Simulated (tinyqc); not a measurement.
Worked calculation: precursor delivery and alloy composition in metal-organic vapour-phase epitaxy. Computed by tinyqc, a small Python program that keeps every step. Command: `OMP_NUM_THREADS=1 python tinyqc.py 3026910 3026911 out.jsonl movpe walk`. One thread of a shared host (Intel(R) Xeon(R) Processor @ 2.30GHz), about 0.01 s of CPU time with the checks. Intermediate numbers are printed to about 6 digits and carried at full precision; extremes and crossings named in words are read from the listed rows.

Carrier gas leaves each bubbler saturated. Group-III species cross a boundary layer and react at the surface; element 2 can also desorb. The film is (1)_(1-x) (2)_x V with a zinc-blende cell.

Inputs (values chosen for the exercise, close to those used for InGaP from TEGa and TMIn):

| quantity | value | unit |
|---|---|---|
| source 1: a in log10(p/torr) = a - b/T | 8.08 | - |
| source 1: b | 2162 | K |
| source 1: bath temperature | 22 | C |
| source 1: carrier flow | 58 | sccm |
| source 2: a | 10.52 | - |
| source 2: b | 3014 | K |
| source 2: bath temperature | 28 | C |
| source 2: carrier flow | 350 | sccm |
| bubbler pressure p_b | 400 | torr |
| group-V hydride flow | 56 | sccm |
| total flow | 23 | slm |
| reactor pressure p | 75 | torr |
| diffusivity D0 at 273.15 K and 760 torr | 0.33 | cm^2/s |
| boundary layer delta | 1.1 | cm |
| prefactor of the surface rate k_s | 5e+13 | cm/s |
| energy of k_s | 1.94 | eV |
| prefactor of the loss of element 2 | 5.9e+14 | layers/s |
| energy of the loss | 3.12 | eV |
| lattice constant a | 5.65 | angstrom |
| growth temperature T | 680 | C |

Constants: k_B = 1.380649e-23 J/K; k_B = 8.617333262e-05 eV/K.

## Molar flows

Temperatures in kelvin are T(C) + 273.15. Vapour pressure p_v = 10^(a - b/T); precursor flow = carrier flow x p_v/(p_b - p_v); 1 sccm = 44.615 micromol/min; V/III = hydride flow over the sum of both; gas share x_g = F2/(F1 + F2).

vapour pressures (torr): source 1 5.68736, source 2 3.24862

molar flows (micromol/min): F1 37.3232, F2 127.858

V/III ratio = 15.1254

gas share x_g = 0.774047

The slope of F2 with the temperature of bath 2 is b ln(10)/T^2 x p_b/(p_b - p_v) = 7.7 % per kelvin.

## Transport to the surface

Partial pressure p_i = p F_i/(44615 x total flow in slm); density n_i = p_i/(k_B T), 1 torr = 133.322 Pa; D = D0 (T/273.15)^1.75 (760/p), h = D/delta, the same for both; k_s = prefactor x exp(-energy/(k_B T)); arrival J_i = n_i/(1/h + 1/k_s); in layers per second g_i = J_i a^2/2 (two group-III sites per a^2 on (001)).

densities (1/cm^3): n1 2.76369e+13, n2 9.46758e+13

h = 27.0834 cm/s

k_s = 2762.01 cm/s

arrival rates (layers/s): g1 1.18310, g2 4.05295

Growth is transport-limited.

## Composition and growth rate

Loss of element 2 is r x with r = prefactor x exp(-energy/(k_B T)). Then x = (g2 - r x)/(g1 + g2 - r x), or r x^2 - (g1 + g2 + r) x + g2 = 0, smaller root; growth rate G = g1/(1 - x) layers/s; one layer is a/2 thick, 1 angstrom/s = 0.36 um/h. Distribution coefficient = [x/(1 - x)]/[x_g/(1 - x_g)], x_g = g2/(g1 + g2).

loss rate r = 0.0187871 layers/s

solid share x = 0.773418

growth rate G = 5.31029 um/h

distribution coefficient = 0.996415

Desorption is negligible, so the solid copies the gas. Caution: the lattice constant is held fixed as x changes, delta does not respond to the flow, both precursors share one D and k_s, and gas-phase side reactions are left out.

## Three regimes over temperature

The formulas are those given above.

Growth:

| T (C) | k_s/h | r (layers/s) | x | G (um/h) |
|---|---|---|---|---|
| 450 | 9.03436e-02 | 1.06400e-07 | 0.774047 | 0.36220 |
| 500 | 6.01793e-01 | 2.71102e-06 | 0.774047 | 1.72675 |
| 550 | 3.16199e+00 | 4.66113e-05 | 0.774045 | 3.65979 |
| 600 | 1.36556e+01 | 5.78586e-04 | 0.774025 | 4.69109 |
| 650 | 5.00584e+01 | 5.46701e-03 | 0.773858 | 5.14272 |
| 700 | 1.59792e+02 | 4.10113e-02 | 0.772698 | 5.39549 |
| 750 | 4.53373e+02 | 2.52651e-01 | 0.765905 | 5.46155 |
| 800 | 1.16258e+03 | 1.31389e+00 | 0.729105 | 4.89813 |
| 850 | 2.73149e+03 | 5.89990e+00 | 0.528083 | 2.91080 |

G peaks at 750 C among these rows. Between the first rows the apparent energy is 1.50 eV, against 1.94 eV for k_s, as control is already mixed; k_s passes h between 500 and 550 C, well above which G depends weakly on T until desorption sets in. Among these rows x stays within 2 % of x_g up to 750 C and then falls, to 0.53 in the last row, as element 2 desorbs. Caution: in these rows, too, a is fixed and both precursors share one D and k_s.

Checks made by the program: balance of element 2 (relative difference below 1e-10).
